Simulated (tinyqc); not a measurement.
# Minority carriers and saturation current of a heavily doped emitter: effect of temperature on the narrowing factor

n-type, parabolic bands, full ionisation. eta = (EF - Ec)/kB T solves N = Nc F12(eta), F12(x) = (2/sqrt(pi)) int_0^infinity sqrt(u)/(1 + exp(u - x)) du. The gap shrinks rigidly by dEg = a3 y^(1/3) + a4 y^(1/4) + a2 y^(1/2), y = N/1e18 cm^-3, an empirical law that is here taken as the true narrowing.

Nc is given at 400 K and scales as T^1.5; dEg is held. The factor nie^2/ni^2 = exp(dEg/kB T) g, g = F12(eta) exp(-eta), divides the current gain of a transistor with this emitter.

Values chosen for this exercise; band and dielectric values close to those of silicon: conduction-band density of states at 400 K Nc = 4.36e19 cm^-3; ionised donor density N = 9.2e18 cm^-3; coefficient of (N/1e18)^(1/3) a3 = 15.7 meV; coefficient of (N/1e18)^(1/4) a4 = 5.5 meV; coefficient of (N/1e18)^(1/2) a2 = 4.4 meV.

Constants: q = 1.602176634e-19 C, kB = 1.380649e-23 J/K, Vt = kB T/q. Results are converted to the units shown.

Results:
```
T (K),eta,g,nie^2/ni^2,its logarithm
150,0.2362,0.7256,54.48,3.998
200,-0.3069,0.8112,20.69,3.030
250,-0.7008,0.8606,11.49,2.441
300,-1.010,0.8920,7.729,2.045
400,-1.481,0.9283,4.688,1.545
450,-1.670,0.9395,3.964,1.377
```

Estimate the missing row, T = 350 K.

Computed row:
```
T (K),eta,g,nie^2/ni^2,its logarithm
350,-1.265,0.9132,5.812,1.760
```

With this row back in the table: The factor falls from 54.5 to 3.96. Its slope against q/kB T is 50.1 meV between the first two rows and 52.1 meV between the last two, against dEg = 55.8 meV: degeneracy takes back part of the narrowing. The factor grows on cooling, so the current gain of such a transistor falls.

Range of the model: Band tails, non-parabolic bands and incomplete ionisation are left out.

tinyqc, about 0.01 s, one thread, Intel Xeon 2.30GHz (shared host): `OMP_NUM_THREADS=1 python tinyqc.py 2330082 2330083 out.jsonl`
